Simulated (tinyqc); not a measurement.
Raising U: Hubbard chain of 4 sites, mean field against exact. Computed by the program tinyqc. 

one-body matrix (hopping and site energies) (eV):
```
         1        2        3        4
1  -0.0100  -1.8000   0.0000   0.0000
2  -1.8000   0.5300  -1.8000   0.0000
3   0.0000  -1.8000  -0.2300  -1.8000
4   0.0000   0.0000  -1.8000   0.0400
```

electrons, up and down: 2  1

Collinear unrestricted mean field (the lowest of 40 random starts) against exact diagonalisation.

Exact and mean-field results (eV):
```
U            U/t    E exact  E mean field  mean |n_up - n_down|  double occupancy, exact  first gap in the sector
0.9000    0.5000  -6.286295     -6.265121                0.2500                   0.1106                   1.7567
1.8000    1.0000  -5.912943     -5.829998                0.2500                   0.0970                   1.6931
3.6000    2.0000  -5.303846     -5.001579                0.2712                   0.0730                   1.5003
5.4000    3.0000  -4.848068     -4.287374                0.3913                   0.0545                   1.2979
7.2000    4.0000  -4.507388     -3.764249                0.5048                   0.0409                   1.1214
10.8000   6.0000  -4.050960     -3.158936                0.6010                   0.0243                   0.8589
14.4000   8.0000  -3.769556     -2.912491                0.7290                   0.0156                   0.6858
21.6000  12.0000  -3.450890     -2.752297                0.7413                   0.0078                   0.4822
36.0000  20.0000  -3.171632     -2.627674                0.7470                   0.0030                   0.2990
```

In absolute terms mean field is worst at U/t = 6.0, 0.892 eV too high: at small U it is nearly exact, and at large U it still misses the motion of the hole through a fluctuating spin background. Relative to the exact energy its error is 0.3 % at the smallest U, 23 % at most and 17 % at the largest. The double occupancy falls from 0.111 to 0.003.
